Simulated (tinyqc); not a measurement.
Resistance of a source-drain extension with a graded tip: abruptness at a fixed junction position.

y runs along the channel, the gate covers y > 0. The doping is N0 for y < y0 and N0 10^(-(y - y0)/la) beyond, uniform over the depth xj. Sheet conductance s(y) = q mu(N) max(N - Nch, 0) xj + (for y > 0) ma Cox Vo, with mu(N) = u0 + (u1 - u0)/(1 + (N/Nr)^au) and Cox = eps0 eox/tox. Current is taken as one-dimensional; depletion of the tip, spreading and the contact are left out. The metallurgical junction lies at yj, where N = Nch.

R_spacer = integral of dy/s from -Ls to 0, R_ov from 0 to yj, R_channel = (Lg - 2 yj)/(ma Cox Vo), R_total = 2 R_spacer + 2 R_ov + R_channel. Electrical length L_eff = ma Cox dR_total/d(1/Vo); R_series = R_total - L_eff/(ma Cox Vo). y0 is moved with la so that yj stays at 5.3445 nm.

Parameters, values chosen for the exercise; mobility law close to that of electrons in silicon: relative permittivity of the gate insulator (close to silicon dioxide) eox = 3.9; insulator thickness tox = 3.3 nm; active doping of the extension far from the gate N0 = 6e19 cm^-3; depth of the extension xj = 29 nm; channel doping Nch = 7.3e17 cm^-3; spacer length Ls = 22 nm; gate overdrive Vo = 0.54 V; mobility of the gate-induced layer ma = 240 cm^2/(V s); mobility at low doping u1 = 1414 cm^2/(V s); mobility at high doping u0 = 68.5 cm^2/(V s); reference doping Nr = 9.2e16 cm^-3; exponent au = 0.711; gate length Lg = 90 nm.

Constants: q = 1.602176634e-19 C, eps0 = 8.8541878128e-14 F/cm where lengths are in cm. Results are converted to the units shown.

The same in every row: yj (nm) = 5.344; R_channel (ohm um) = 584.8.

Result of one run:
```
R_spacer (ohm um)	R_ov (ohm um)	R_total (ohm um)	L_eff (nm)	R_series (ohm um)
10.18	16.52	638.2	81.76	35.31
```

Which lateral abruptness la gave this result: 1, 3.6, 6.1, 8.7 or 10 nm/decade?

la = 3.6 nm/decade.

The whole series:
```
la (nm/decade)	R_spacer (ohm um)	R_ov (ohm um)	R_total (ohm um)	L_eff (nm)	R_series (ohm um)
1	9.767	6.302	617.0	80.02	26.90
2.3	9.767	11.59	627.5	80.90	30.99
3.6	10.18	16.52	638.2	81.76	35.31
4.9	12.48	20.02	649.8	82.53	41.26
6.1	16.09	22.34	661.7	83.13	48.72
7.4	21.26	24.25	675.9	83.68	58.83
8.7	27.48	25.75	691.3	84.15	70.81
10	34.56	26.96	707.9	84.55	84.42
```

As la goes from 1 to 10 nm/decade, R_total rises from 617 to 708 ohm um, R_spacer rises from 9.77 to 34.6 ohm um and R_ov rises from 6.30 to 27.0 ohm um. R_total changes on average by 10.1 ohm um for each nm/decade. L_eff exceeds the metallurgical length by 0.710 nm in the first row and 5.24 nm in the last, since the gate also controls the lightly doped tips.

tinyqc, about 0.03 s, one thread, Intel Xeon 2.30GHz (shared host): `OMP_NUM_THREADS=1 python tinyqc.py 2282131 2282132 out.jsonl`
